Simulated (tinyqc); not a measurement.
Worked calculation: Peierls distortion of a half-filled chain. Values are carried at full precision from step to step, so a last printed digit may differ when a step is redone from the rounded ones.

Atoms move by +/- u, so bonds change by -/+ 2u and hoppings are t +/- 2 al u. Bands E = -/+ sqrt((2 t cos x)^2 + D^2 sin^2 x) with D = 4 al u, x = k a in (0, pi/2); the gap is 2D. Energy per atom at zero temperature: E(u) = -mean_x sqrt(...) + 2 K u^2; exactly, the mean is (4t/pi) E(1 - z^2), z = D/2t, E the complete elliptic integral of the second kind with parameter m. Coupling lambda = 2 al^2/(pi t K).

Constants: kB = 8.617333262e-05 eV/K.

Values chosen for the exercise:
```
symbol  value  unit           meaning
t       2.97   eV             hopping of the even chain
al      3.8    eV/angstrom    change of hopping with bond length
K       17.7   eV/angstrom^2  spring constant of a bond
u       0.076  angstrom       trial shift of alternate atoms
N       4                     k points
```

## Energy at a trial distortion

Use the mesh x_j = (j + 1/2) pi/(2N), j = 0 .. N-1, and also the elliptic integral.

D = 1.1552 eV

|E| on the mesh (eV): 5.8302  4.9805  3.4370  1.6207

band energy on the mesh = -3.9671 eV
elastic energy = 0.2045 eV
total, exact = -3.7595 eV
exact E(u) - E(0) = 0.0220 eV

This distortion raises the energy; the mesh errs by -3.08 meV.

## The equilibrium distortion

dE/du = 0 gives 1 = (4 al^2/K) mean(sin^2 x/|E|); solve with the exact mean, and compare with the weak-coupling form D = 8 t exp(-1 - 1/(2 lambda)).

lambda = 0.1749
u0 = 0.0334 angstrom
gap 2D = 1.016 eV
gap, weak coupling = 1.002 eV
E(u0) - E(0) per atom = -6.83 meV

Long and short bonds differ by 4 u0 = 0.1337 angstrom. The weak-coupling gap is 0.986 of the full one. The gain is far smaller than the gap, since only states near the zone edge move.

## Length and phonon scales

Coherence length xi/a = 2t/D with D half the gap; mean-field transition kB Tp = D/1.764 (weak coupling); for the optical mode at the zone edge (omega_R/omega_0)^2 = 2 lambda at weak coupling.

xi/a = 11.69
Tp = 3.34e+03 K
omega_R/omega_0 = 0.591

Tp is a mean-field scale: in a single chain fluctuations forbid the transition, and coupling between chains sets the real one, far lower.

## Checks

- Total energy at u0 on 4000 points against the elliptic integral (eV): both -3.78835.

tinyqc: `OMP_NUM_THREADS=1 python tinyqc.py 1651207 1651208 out.jsonl`; about 0.07 s, one thread, shared Intel(R) Xeon(R) Processor @ 2.30GHz.
